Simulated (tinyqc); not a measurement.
Plane-wave Kohn-Sham cycle with exchange-only LDA in a layered model solid, step by step. One step of it, computed by the program tinyqc.

Task: Iteration 2: potential. V_H(G) = 4 pi rho(G)/G^2 for G != 0 (uniform background); v_x = -(3 rho/pi)^(1/3); V = V_ext + V_H + v_x; Fourier components f(G_m) = (1/N) sum_j f(x_j) exp(-i G_m x_j).

A solid whose potential varies along x alone (atomic units):
```
parameter                      value
period a                    4.700000
cross-section of the cell  24.000000
electrons per cell                 4
grid points                       16
plane waves -n..n, n               3
k points                           2
V1 in V1 cos(2 pi x/a)     -0.380000
```

density after iteration 1 (e/bohr^3): 0.03995972  0.03989294  0.03946687  0.03828125  0.03625276  0.03377600  0.03147711  0.02989378  0.02933475  0.02989378  0.03147711  0.03377600  0.03625276  0.03828125  0.03946687  0.03989294

Give: Potentials on the grid; V(G_m), m = 0, 1, 2, ....

Result:

Potentials on the grid (hartree):
```
x         V_ext      V_H      v_x        V
0.0000  -0.3800   0.0370  -0.3367  -0.6797
0.2938  -0.3511   0.0346  -0.3365  -0.6530
0.5875  -0.2687   0.0273  -0.3353  -0.5766
0.8812  -0.1454   0.0159  -0.3319  -0.4614
1.1750        0   0.0014  -0.3259  -0.3245
1.4688   0.1454  -0.0139  -0.3183  -0.1868
1.7625   0.2687  -0.0273  -0.3109  -0.0696
2.0562   0.3511  -0.0366  -0.3056   0.0089
2.3500   0.3800  -0.0398  -0.3037   0.0365
2.6437   0.3511  -0.0366  -0.3056   0.0089
2.9375   0.2687  -0.0273  -0.3109  -0.0696
3.2313   0.1454  -0.0139  -0.3183  -0.1868
3.5250        0   0.0014  -0.3259  -0.3245
3.8188  -0.1454   0.0159  -0.3319  -0.4614
4.1125  -0.2687   0.0273  -0.3353  -0.5766
4.4062  -0.3511   0.0346  -0.3365  -0.6530
```

V(G_m), m = 0, 1, 2, ... (hartree): -0.3231  -0.1792  0.0007  0.0001  0.0000  0.0000  0.0000
